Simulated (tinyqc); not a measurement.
Four methods from the same start: geometry relaxation of a small cluster. Computed by tinyqc, a small Python program. Command: `OMP_NUM_THREADS=1 python tinyqc.py 3003248 3003249 out.jsonl relax walk`. One thread of a shared host (Intel(R) Xeon(R) Processor @ 2.30GHz), about 0.01 s of CPU time with the checks.

E = sum_i {sum_j A exp(-p (r_ij/r0 - 1)) - xi sqrt(rho_i)}, rho_i = sum_j exp(-2 q (r_ij/r0 - 1)); the force on i is -sum_j w_ij (R_i - R_j)/r_ij with w_ij = -(2p/r0) A exp(-p (r_ij/r0 - 1)) + (xi q/r0) exp(-2 q (r_ij/r0 - 1)) (rho_i^(-1/2) + rho_j^(-1/2)).

Inputs (values chosen for the exercise, for model atoms):

| quantity | value | unit |
|---|---|---|
| length r0 | 2.46 | angstrom |
| repulsion A | 0.13 | eV |
| hopping xi | 1.66 | eV |
| decay p | 11.5 | - |
| decay q | 3.12 | - |
| step factor eta | 0.015 | angstrom^2/eV |
| largest number of steps | 500 | - |

Potential: Gupta. Method: BFGS.

starting positions (angstrom):
```
            x     y      z
atom 1  -0.11  0.09  -0.07
atom 2   2.24  0.29  -0.11
atom 3   1.17  1.99   0.09
atom 4    1.2  0.77   1.95
```

Method:
- BFGS: R(new) = R + B F with the inverse Hessian B = eta 1 at first; with s = R(new) - R, y = F - F(new), rho = 1/(y.s): B(new) = (1 - rho s y^T) B (1 - rho y s^T) + rho s s^T, skipped if y.s is not positive.
- No atom moves more than 0.3 angstrom a step (the whole step is scaled). Stop when the largest force component is below 1e-5 eV/angstrom.
- Hessian at the final positions by central differences of the forces; six eigenvalues vanish (translations and rotations). Steepest descent is stable for eta below 2/lambda_max and contracts the softest mode by 1 - eta lambda_min a step.
- Steepest descent: R(new) = R + eta F.
- Conjugate gradient (Polak-Ribiere): d = F + beta d(old), beta = max(0, F.(F - F(old))/|F(old)|^2), d = F at first; step length from one secant, s = eta (F.d)/(F.d - F(R + eta d).d), replaced by eta if that is not positive; R(new) = R + s d.
- FIRE with unit mass: if F.v > 0, v = (1 - a) v + a |v| F/|F|, and after more than 5 such steps in a row dt = min(1.1 dt, 5 dt0), a = 0.99 a; else v = 0, a = 0.1, and dt = dt/2 (not at the first step). Then v = v + dt F, R(new) = R + dt v. dt0 = sqrt(eta), a = 0.1 at first.
- In this comparison each method may take up to 1500 steps.

contraction of the softest mode = 0.899068

non-zero eigenvalues (eV/angstrom^2): 6.7288  6.7288  16.1184  16.1184  16.1184  42.8800

condition number = 6.37263

Cost:

| method | steps | force calls | final E (eV) | calls to reach 1e-2 |
|---|---|---|---|---|
| steepest descent | 91 | 92 | -10.848 | 28 |
| conjugate gradient | 10 | 21 | -10.848 | 15 |
| BFGS | 22 | 23 | -10.848 | 13 |
| FIRE | 98 | 99 | -10.848 | 44 |

In force calls the order is conjugate gradient (21), BFGS (23), steepest descent (92), FIRE (99). All that converged end at the same energy. Near the minimum steepest descent multiplies the slowest mode by 0.899 in size a step, 22 steps a decade of force, at a condition number of 6.4. On this problem it beats FIRE in force calls.

Extremes, crossings and ranges named in words are read from the listed rows.
